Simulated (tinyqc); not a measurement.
In-plane mass from two subband densities.

Question. At zero temperature each occupied subband holds N_k = D (EF - E_k), D = md m0 q/(pi hbar^2) per eV. Two subbands are occupied. Find md, EF - E1 and EF - E2.

Constants: q = 1.602176634e-19 C, hbar = 1.054571817e-34 J s, m0 = 9.1093837015e-31 kg. Results are converted to the units shown.

N1, N2 (cm^-2): [5.3852482e11, 7.6e10]
E2 - E1 = 26.3 meV

Solution. N1 - N2 = D (E2 - E1) gives D and so md; each N_k/D is a distance to EF.

md = 0.04210 m0
EF - E1 = 30.62 meV
EF - E2 = 4.321 meV

Numbers from tinyqc (`OMP_NUM_THREADS=1 python tinyqc.py 2140051 2140052 out.jsonl`; about 0.2 s on one thread of a shared Intel Xeon 2.30GHz).
